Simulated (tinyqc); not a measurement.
Dopant redistribution at a moving silicon-oxide interface during parabolic oxidation: one step, computed by the program tinyqc. Command: `OMP_NUM_THREADS=1 python tinyqc.py 3003514 3003515 out.jsonl segox walk`. One thread of a shared host (Intel(R) Xeon(R) Processor @ 2.30GHz), about 0.01 s of CPU time with the checks.

Uniformly doped silicon is oxidised with x_ox = sqrt(B t); the interface advances into the silicon by alpha x_ox, alpha = 0.44. The dopant does not move in the oxide, and at the interface C(silicon) = m C(oxide).

Problem. Rates. D = D0 exp(-E/(k_B T)), converted with 1 cm^2/s = 3.6e11 um^2/h; B = B0 exp(-E_B/(k_B T)); s = alpha sqrt(B/(4 D)), the interface advance over 2 sqrt(D t). Temperatures in kelvin are T(C) + 273.15.

Inputs (values chosen for the exercise, modelled on phosphorus in silicon under dry oxygen):

| quantity | value | unit |
|---|---|---|
| dopant prefactor D0 | 4.33 | cm^2/s |
| dopant activation energy E | 3.68 | eV |
| oxidation prefactor B0 | 731 | um^2/h |
| oxidation activation energy E_B | 1.22 | eV |
| temperature T | 975 | C |
| time t | 8.9 | h |

Constants: k_B = 8.617333262e-05 eV/K.

Give: D; B; s; oxide thickness; diffusion length 2 sqrt(D t).

Solution.

D = 0.002156 um^2/h

B = 0.008666 um^2/h

s = 0.4410

oxide thickness = 0.2777 um

diffusion length 2 sqrt(D t) = 0.2771 um

Diffusion outruns the interface. Caution: in this case the oxide is not much thicker than a typical Deal-Grove length A, so real growth is slower than parabolic. Caution: parabolic growth needs an oxide much thicker than the Deal-Grove length A, which fails for thin films and low temperatures; oxidation-enhanced or retarded diffusion is ignored.
